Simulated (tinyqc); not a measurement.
Dose and depth of a threshold implant.

Problem. A sheet of D acceptors per cm^2 lies at depth xi inside the depleted layer of a body doped Na. In the depletion approximation VT = Vfb + f2 + q D/Cox + gamma sqrt(f2 + Vsb - q D xi/(eps0 eps_r)), gamma = sqrt(2 eps0 eps_r q Na)/Cox, Cox = eps0 eox/tox. Find gamma, D and xi.

Parameters, values chosen for the exercise; band and dielectric values close to those of silicon:
- eps_r = 11.5 (relative permittivity)
- Na = 1.5e16 cm^-3 (acceptor density deep in the body)
- eox = 3.9 (relative permittivity of the gate insulator (close to silicon dioxide))
- tox = 4.4 nm (insulator thickness)
- Vfb = -0.96 V (flat-band voltage)
- f2 = 0.753 V (band bending 2 phiF at threshold)

Constants: q = 1.602176634e-19 C, eps0 = 8.8541878128e-14 F/cm where lengths are in cm. Results are converted to the units shown.

VT against the source at Vsb = 0 and 1.2 V (V): -0.066595282  -0.010379744

Answer. With y^2 = f2 - q D xi/(eps0 eps_r) and d the difference of the thresholds over gamma, sqrt(y^2 + Vsb) - y = d gives y = (Vsb - d^2)/(2 d). The first threshold then gives D, and y^2 gives xi.

gamma = 0.08914 V^0.5
D = 4.100e11 cm^-2
xi = 54.00 nm

Program tinyqc, `OMP_NUM_THREADS=1 python tinyqc.py 2080149 2080150 out.jsonl`; Intel Xeon 2.30GHz, shared host, one thread, about 0.4 s.
